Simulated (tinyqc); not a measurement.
Transient enhanced diffusion after implantation: plus-n interstitials, dissolving clusters and loss to the surface: one step, computed by the program tinyqc. Command: `OMP_NUM_THREADS=1 python tinyqc.py 3025333 3025334 out.jsonl ted walk`. One thread of a shared host (Intel(R) Xeon(R) Processor @ 2.30GHz), about 0.01 s of CPU time with the checks.

The implant leaves n Q interstitials in clusters at depth R_p. While clusters last they hold the free interstitials at a supersaturation S = C_I/C_I*; interstitials drain to the surface, and the part f_I of the dopant diffusion that uses interstitials speeds up in proportion to S.

Question. Duration and total effect at this temperature. The clusters last tau = n Q/J. If they dissolve fully at this T, the extra budget is (D/D* - 1) D* tau.

Inputs (values chosen for the exercise, modelled on boron in silicon): implant dose Q = 2.9e+14 1/cm^2; interstitials kept per ion n = 1.2; anneal (peak) temperature T = 1075 C.

Anneal: isothermal.

flux J = 5.432628e+14 1/(cm^2 s)

enhancement D/D* = 76.03600

equilibrium diffusivity D* = 9.969752e-14 cm^2/s

Give: duration tau; extra budget if complete.

Answer.

duration tau = 0.6406 s

extra budget if complete = 4.792e-12 cm^2
